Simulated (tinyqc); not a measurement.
Worked calculation: coupled-perturbed Hartree-Fock on RHF in the 6-31g basis, for H3+, spin multiplicity 1. One step of it, computed by the program tinyqc.

Task: Iteration 5 (converged): orbitals. Diagonalise F' = X^T F X, C = X C', fill 1 alpha and 1 beta electrons from the bottom; D = 2 C_occ C_occ^T. Each column has its largest component positive (the first on a tie).

converged F (hartree):
```
           1H 1s      1H 2s      2H 1s      2H 2s      3H 1s      3H 2s
1H 1s  -0.303284  -0.658527  -0.368086  -0.493976  -0.367929  -0.493881
1H 2s  -0.658527  -0.676330  -0.493976  -0.613804  -0.493856  -0.613731
2H 1s  -0.368086  -0.493976  -0.303284  -0.658527  -0.367929  -0.493881
2H 2s  -0.493976  -0.613804  -0.658527  -0.676330  -0.493856  -0.613731
3H 1s  -0.367929  -0.493856  -0.367929  -0.493856  -0.303228  -0.658459
3H 2s  -0.493881  -0.613731  -0.493881  -0.613731  -0.658459  -0.676264
```

X:
```
               1          2          3          4          5         6
1H 1s  -0.717523   0.414288   0.771348   0.632519  -0.365121  0.181624
1H 2s   1.483355  -0.856224  -0.528026   0.305960  -0.176632  0.265327
2H 1s   0.717523   0.414288   0.771348  -0.632519  -0.365121  0.181624
2H 2s  -1.483355  -0.856224  -0.528026  -0.305960  -0.176632  0.265327
3H 1s   0.000000  -0.828579   0.771393   0.000000   0.730241  0.181602
3H 2s   0.000000   1.712508  -0.527984   0.000000   0.353353  0.265307
```

Give: F' = X^T F X; orbital energies; coefficients C; D after iteration 5.

Result:

F' = X^T F X (hartree):
```
         1        2        3        4        5        6
1   0.4921   0.0000   0.0000  -0.3521   0.0000   0.0000
2   0.0000   0.4921   0.0000   0.0000  -0.3520   0.0000
3   0.0000   0.0000   0.5758   0.0000   0.0000  -0.1738
4  -0.3521   0.0000   0.0000  -0.0872   0.0000   0.0000
5   0.0000  -0.3520   0.0000   0.0000  -0.0875   0.0000
6   0.0000   0.0000  -0.1738   0.0000   0.0000  -0.9809
```

orbital energies (hartree): MO1 -1.0000, MO2 -0.2536, MO3 -0.2535, MO4 0.5950, MO5 0.6583, MO6 0.6584

coefficients C:
```
          MO1      MO2      MO3      MO4      MO5      MO6
1H 1s  0.2651  -0.1534   0.2656   0.7470   0.5302  -0.9189
1H 2s  0.2058  -0.5252   0.9101  -0.5542  -0.6987   1.2107
2H 1s  0.2651  -0.1534  -0.2656   0.7470   0.5302   0.9189
2H 2s  0.2058  -0.5252  -0.9101  -0.5542  -0.6987  -1.2107
3H 1s  0.2651   0.3067   0.0000   0.7465  -1.0613   0.0000
3H 2s  0.2058   1.0505   0.0000  -0.5534   1.3980   0.0000
```

D after iteration 5:
```
        1H 1s   1H 2s   2H 1s   2H 2s   3H 1s   3H 2s
1H 1s  0.1406  0.1091  0.1406  0.1091  0.1405  0.1091
1H 2s  0.1091  0.0847  0.1091  0.0847  0.1091  0.0847
2H 1s  0.1406  0.1091  0.1406  0.1091  0.1405  0.1091
2H 2s  0.1091  0.0847  0.1091  0.0847  0.1091  0.0847
3H 1s  0.1405  0.1091  0.1405  0.1091  0.1405  0.1091
3H 2s  0.1091  0.0847  0.1091  0.0847  0.1091  0.0847
```
